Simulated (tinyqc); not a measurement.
Inside a calculation. Model: single-band model of a thermoelectric material. Computed by tinyqc, a small Python program that keeps every step. Command: `OMP_NUM_THREADS=1 python tinyqc.py 3024895 3024896 out.jsonl thermo walk`. One thread of a shared host (Intel(R) Xeon(R) Processor @ 2.30GHz), about 0.01 s of CPU time with the checks. Intermediate numbers are printed to about 7 digits and carried at full precision; extremes and crossings named in words are read from the listed rows.

One spherical band, one scattering law, no minority carriers and no phonon drag. In a real material minority carriers limit |S| to about E_g/(2 e T), so larger values are formal. eta = E_F/(k_B T) is counted from the band edge; f = 1/(1 + exp(x - eta)).

Inputs (values chosen for the exercise, for a model material):
```
quantity                                value        unit
density-of-states mass m                 0.73         m_0
mobility parameter mu_300                2400  cm^2/(V s)
temperature exponent p                      2           -
lattice thermal conductivity kappa_L       76     W/(m K)
carrier density n                     8.1e+19      1/cm^3
temperature T                             390           K
```

Band: parabolic. Scattering: acoustic phonons, r = -0.5.

Constants: m_0 = 9.1093837015e-31 kg; k_B = 1.380649e-23 J/K; hbar = 1.054571817e-34 J s; k_B = 8.617333262e-05 eV/K; e = 1.602176634e-19 C.

## Fermi level

With x = E/(k_B T), a = alpha k_B T (0 for a parabolic band), G = x (1 + a x), D = 1 + 2 a x and <y> = int y f (1 - f) dx, f = 1/(1 + exp(x - eta)): tau = tau_0 G^r/D; transport function s = G^(3/2 + r)/D^2; n = N_0 <G^(3/2)> with N_0 = (2 m k_B T)^(3/2)/(3 pi^2 hbar^3). Integrals over x = E/(k_B T) use 160 Gauss-Legendre points in u = sqrt(x) from 0 to sqrt(max(eta, 0) + 32). Solve for eta.

N_0 = 1.745160e+19 1/cm^3

reduced Fermi level eta = 2.430136

## Transport integrals

The formulas are those given above.

<s> = 2.514500

<x s> = 9.023108

<x^2 s> = 38.85827

<G^(3/2)> = 4.641410

<G^(3/2 + 2r)/D^4> = 1.452495

## Coefficients

sigma = e mu_0 N_0 <s> with mu_0 = e tau_0/m = mu_300 (T/300 K)^(-p); |S| = (k_B/e)(<x s>/<s> - eta); Lorenz number L = (k_B/e)^2 (<x^2 s>/<s> - (<x s>/<s>)^2); kappa_e = L sigma T; zT = S^2 sigma T/(kappa_L + kappa_e). Hall factor r_H = <G^(3/2)> <G^(3/2 + 2r)/D^4>/<s>^2; drift mobility sigma/(n e) with n = N_0 <G^(3/2)>; power factor S^2 sigma.

conductivity sigma = 9984.393 S/cm

Seebeck coefficient |S| = 99.81413 microvolt/K

Lorenz number L = 1.913525 1e-8 V^2/K^2

drift mobility = 769.3540 cm^2/(V s)

Hall factor r_H = 1.066256

power factor = 99.47311 microwatt/(cm K^2)

kappa_e = 7.451102 W/(m K)

zT = 0.04648772

L is 78 % of the degenerate value pi^2/3 (k_B/e)^2 = 2.443; the classical limit for this r is (r + 5/2)(k_B/e)^2 = 1.485. The charge carriers transport 9 % of the heat.

## Limiting formulas for the Seebeck coefficient

Classical: |S| = (k_B/e)[r + 5/2 - ln(n/N_c)], N_c = (3 sqrt(pi)/4) N_0. Degenerate (Mott): |S| = (pi^2/3)(k_B/e)(r + 3/2)/eta_F, eta_F = (n/N_0)^(2/3).

Seebeck coefficients:
```
formula        |S| (microvolt/K)  deviation (%)
full integral            99.8141        0.00000
classical                64.6011      -35.27859
degenerate              101.8868        2.07658
```

At eta = 2.43 the degenerate formula is the closer one, off by 2.1 %; the other is out of its range.

## Best doping

Quality factor B = (k_B/e)^2 e mu_0 N_0 T/kappa_L; zT and the power factor are maximised over eta between -8 and 30.

quality factor B = 0.01513097

eta of the largest zT = 0.5316155

density of the largest zT = 2.651850e+19 1/cm^3

largest zT = 0.05933846

|S| at the largest zT = 174.0413 microvolt/K

eta of the largest power factor = 0.6681219

density of the largest power factor = 2.921261e+19 1/cm^3

largest power factor = 119.7232 microwatt/(cm K^2)

The sample is overdoped by a factor 3.05 and reaches 78 % of the best zT. zT peaks at a density 1.10 times lower than the power factor, because kappa_e grows with n.

## Against the Fermi level

The formulas are those given above.

The same material at other dopings:
```
eta    n (1/cm^3)  |S| (microvolt/K)  sigma (S/cm)  power factor (microwatt/(cm K^2))          zT
-4   4.221821e+17           517.8236  7.206841e+01                            19.3245  0.00991107
-3   1.135218e+18           432.9714  1.929271e+02                            36.1669  0.01853194
-2   2.999610e+18           350.2394  5.039965e+02                            61.8240  0.03160218
-1   7.604556e+18           272.4867  1.243877e+03                            92.3566  0.04693123
0    1.775073e+19           204.5012  2.752298e+03                           115.1032  0.05775049
1    3.655346e+19           150.8757  5.214604e+03                           118.7025  0.05822822
2    6.550782e+19           112.3892  8.445451e+03                           106.6773  0.05066652
4    1.510626e+20            68.2156  1.595498e+04                            74.2443  0.03252207
6    2.655509e+20            46.9460  2.383419e+04                            52.5287  0.02115501
10   5.587426e+20            28.3451  3.970745e+04                            31.9027  0.01105022
```

|S| falls and sigma rises with eta, so their product S^2 sigma peaks: among these rows at eta = 1, and zT at eta = 1, where |S| = 151 microvolt/K. zT stays above 90 % of its best row from n = 1.8e19 to 3.7e19 per cm^3.

Checks made by the program: |S| against (k_B/e)[(r + 5/2) F_(r+3/2)/((r + 3/2) F_(r+1/2)) - eta] by adaptive quadrature (relative difference below 1e-10).
